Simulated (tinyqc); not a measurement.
Thermal boundary conductance by the acoustic and diffuse mismatch models: one step, computed by the program tinyqc.

Each side has one longitudinal and two transverse Debye branches, omega = v q up to q_D = (6 pi^2 n)^(1/3), with n counting all atoms. Scattering at the interface is elastic. Electrons are left out of G, also for metals. Melting is ignored. G refers to the temperatures of the phonons sent towards the interface. Linear branches over all atoms overstate G at high T, most for crystals with several atoms a cell.

Task: Cut-off frequencies and impedances. omega_c = v q_D for each branch, given as hbar omega_c/k_B; impedance Z = rho v.

Inputs (values chosen for the exercise, modelled on magnesium oxide (side 1) and sapphire (side 2)):

| quantity | value | unit |
|---|---|---|
| density rho_1 | 3.63 | g/cm^3 |
| longitudinal velocity vL_1 | 9630 | m/s |
| transverse velocity vT_1 | 5920 | m/s |
| atom density n_1 | 105 | 1/nm^3 |
| density rho_2 | 3.97 | g/cm^3 |
| longitudinal velocity vL_2 | 10800 | m/s |
| transverse velocity vT_2 | 6500 | m/s |
| atom density n_2 | 119 | 1/nm^3 |

Structure: film on a substrate.

Constants: hbar = 1.054571817e-34 J s; k_B = 1.380649e-23 J/K.

Give: Branches.

Result:

Branches:

| branch | v (m/s) | cut-off (K) | Z (1e6 kg/(m^2 s)) |
|---|---|---|---|
| L, side 1 | 9630 | 1353 | 34.9569 |
| T, side 1 | 5920 | 831 | 21.4896 |
| L, side 2 | 10800 | 1582 | 42.8760 |
| T, side 2 | 6500 | 952 | 25.8050 |
